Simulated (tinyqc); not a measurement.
Inside a calculation. Model: Tersoff bond-order potential. Computed by tinyqc, a small Python program that keeps every step. Command: `OMP_NUM_THREADS=1 python tinyqc.py 3027904 3027905 out.jsonl tersoff walk`. One thread of a shared host (Intel(R) Xeon(R) Processor @ 2.30GHz), about 0.01 s of CPU time with the checks. Intermediate numbers are printed to about 6 digits and carried at full precision; extremes and crossings named in words are read from the listed rows.

E = (1/2) sum_(i, j != i) [A exp(-lambda r_ij) - b_ij B exp(-mu r_ij)], b_ij = (1 + (beta zeta_ij)^n)^(-1/(2n)), zeta_ij = sum_(k != i, j) g(theta_ijk), g = 1 + c^2/d^2 - c^2/(d^2 + (h - cos theta)^2), with theta at atom i. Only nearest neighbours count (cut-off function 1 for them, 0 beyond).

Inputs (values chosen for the exercise, modelled on germanium):

| quantity | value | unit |
|---|---|---|
| A | 1792.4 | eV |
| B | 420.32 | eV |
| lambda | 2.4451 | 1/angstrom |
| mu | 1.7047 | 1/angstrom |
| beta | 9.48e-07 | - |
| n | 0.7484 | - |
| c | 104400 | - |
| d | 15.7 | - |
| h | -0.4402 | - |
| bond length r_12 | 2.49 | angstrom |
| bond length r_13 | 2.32 | angstrom |
| angle theta at atom 1 | 127 | degrees |

Constants: 1 eV/angstrom^3 = 160.2176634 GPa.

## An open trimer

Atom 1 binds atoms 2 and 3, which do not interact. b_12 = b_13 follow from zeta = g(theta); b_21 = b_31 = 1. E = sum over the two bonds of A exp(-lambda r) - (b + 1)/2 B exp(-mu r).

g(theta) = 4686.11

bond order b_12 = 0.988569

repulsive terms (eV): 4.06743  6.16371

attractive terms B exp(-mu r) (eV): 6.02739  8.05354

energy of the trimer = -3.76931 eV

g is least (g = 1) at cos theta = h, 116.1 degrees, wider than the tetrahedral 109.47.

## The diamond lattice

zeta = 3 g(cos theta = -1/3). With z equal bonds of order b, r = ln(lambda A/(mu b B))/(lambda - mu) and E per atom = -(z/2) b B exp(-mu r)(1 - mu/lambda). a0 = 4 r/sqrt3; B0 = phi''(r)/(3 a0) with phi'' = mu (lambda - mu) b B exp(-mu r), since b does not change under uniform scaling.

zeta = 6148.94

bond order b = 0.986037

bond length = 2.46496 angstrom

energy per atom of the diamond lattice = -3.75633 eV

lattice constant a0 = 5.69257 angstrom

bulk modulus B0 = 73.4444 GPa

## Elastic constants of the diamond lattice

Second derivatives of the energy per atom, volume V = a0^3/8: e_xx gives C11; e_xx = -e_yy gives 2 (C11 - C12); e_xy = e_yx = s/2 with a sublattice shift u_z gives C44 = (E_ss - E_su^2/E_uu)/V and Kleinman's parameter |E_su/E_uu|/(a0/4).

C11 = 135.499 GPa

C12 = 42.4169 GPa

C44 = 65.6780 GPa

Kleinman's parameter = 0.498566

## Unrelaxed vacancy

Each of the four neighbours loses one bond; its three other bonds now have zeta = 2 g, for the direction that starts at it. E_v = -E + 12 x (1/2)(b(3g) - b(2g)) B exp(-mu r), where -E is the pair-like cost.

b(2g) = 0.989644

unrelaxed vacancy energy E_v = 3.62017 eV

Stronger back bonds return 0.136 eV, so E_v is 96 % of the cohesive energy.

## Energy against coordination

Angles seen from one bond (cos theta: count): chain -1: 1; graphitic -1/2: 2; diamond -1/3: 3; square net 0: 2, -1: 1; simple cubic 0: 4, -1: 1; bcc 1/3: 3, -1/3: 3, -1: 1; fcc 1/2: 4, 0: 2, -1/2: 4, -1: 1.

Relaxed structures:

| structure | z | zeta | b | r (angstrom) | E per atom (eV) | E per bond (eV) |
|---|---|---|---|---|---|---|
| dimer | 1 | 0 | 1.00000 | 2.44596 | -0.98372 | -1.96744 |
| chain | 2 | 5.61467e+04 | 0.93190 | 2.54122 | -1.55866 | -1.55866 |
| graphitic | 3 | 1.28501e+03 | 0.99562 | 2.45189 | -2.90869 | -1.93913 |
| diamond | 4 | 6.14894e+03 | 0.98604 | 2.46496 | -3.75633 | -1.87816 |
| square net | 4 | 1.25618e+05 | 0.88364 | 2.61304 | -2.61525 | -1.30763 |
| simple cubic | 6 | 1.95089e+05 | 0.84673 | 2.67067 | -3.40724 | -1.13575 |
| bcc | 8 | 3.83538e+05 | 0.77342 | 2.79298 | -3.36871 | -0.84218 |
| fcc | 12 | 7.60237e+05 | 0.67963 | 2.96759 | -3.29719 | -0.54953 |

The lowest are diamond, simple cubic and bcc, the first two 0.349 eV apart. The bond order falls from 1 to 0.680 and the bond weakens from -1.97 to -0.55 eV, as b^(lambda/(lambda - mu)) with exponent 3.30. With the same z = 4 the square net lies 1.14 eV above diamond, from its angles alone. Caution: in bcc and other dense structures second neighbours can fall inside the usual cut-off; they are left out here.

Checks made by the program: (C11 + 2 C12)/3 against B0 (relative difference 6e-09).
